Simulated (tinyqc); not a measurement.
## Fermi velocity from one capacitance

Question. At zero temperature and without traps graphene has Cq = 2 q^3 phi/(pi hbar^2 vF^2), charge Cq phi/2, 1/C_G = 1/Cox + 1/Cq and Vg = phi + Cq phi/(2 Cox). Find Cq, phi, vF and n.

Constants: q = 1.602176634e-19 C, hbar = 1.054571817e-34 J s. Results are converted to the units shown.

Vg = 0.31735260 V
C_G = 1.8316825 uF/cm^2
Cox = 3.0318886 uF/cm^2

Answer. The series relation gives Cq, the voltage relation phi = Vg/(1 + Cq/(2 Cox)), and the formula for Cq then vF.

Cq = 4.627 uF/cm^2
phi = 0.1800 V
vF = 9.570e5 m/s
n = 2.599e12 cm^-2

Computed by the program tinyqc: `OMP_NUM_THREADS=1 python tinyqc.py 2200032 2200033 out.jsonl`, one thread of a shared Intel Xeon 2.30GHz, about 0.01 s for the whole run.
